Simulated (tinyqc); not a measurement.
From results back to parameters: two-band massive Dirac model of the K valleys. Three cases, with inputs chosen for the exercise.

Problem. In the valley model H = [[D/2, a t (kx - i ky)], [a t (kx + i ky), -D/2 + lam sz]], sz = +/-1, a t is hbar v. The gaps of the two spins, A and B, are G = D - lam and D + lam, the band-edge mass of A is c (D - lam)/(a t)^2, c = hbar^2/2m0, and its Berry curvature at the edge is 2 (a t)^2/G^2 in size. The values below come from hidden D, lam and t.

Constants: hbar^2/2m0 = 3.80998211 eV angstrom^2.

Find: D, lam, t; |Omega| at the A edge.

Method. The mean of the gaps is D and half their difference lam; a t = sqrt(c G_A/m). The curvature 2 (a t)^2/G^2 equals 2c/(m G).

Case 1.

Values chosen (out of a larger set: near those used for monolayer WSe2; not measured data): a = 3.304 angstrom (lattice constant).

gaps (eV): A 1.3010, B 1.7390

mass of A = 0.368531 m0

Solution.

D, lam, t (eV): 1.520  0.219  1.110

|Omega| at the A edge = 15.893 angstrom^2

Case 2.

Values chosen (out of a larger set: near those used for monolayer WS2; not measured data): a = 3.197 angstrom (lattice constant).

gaps (eV): A 1.4880, B 1.8720

mass of A = 0.256688 m0

Solution.

D, lam, t (eV): 1.680  0.192  1.470

|Omega| at the A edge = 19.950 angstrom^2

Case 3.

Values chosen (out of a larger set: near those used for monolayer MoSe2; not measured data): a = 3.321 angstrom (lattice constant).

gaps (eV): A 1.4850, B 1.6750

mass of A = 0.556633 m0

Solution.

D, lam, t (eV): 1.580  0.095  0.960

|Omega| at the A edge = 9.218 angstrom^2

Computed by tinyqc, one run a case: `OMP_NUM_THREADS=1 python tinyqc.py N N+1 out.jsonl` with N = 1450953, 1450960, 1450984; one thread of a shared Intel(R) Xeon(R) Processor @ 2.30GHz, about 0.01 s a run at most.
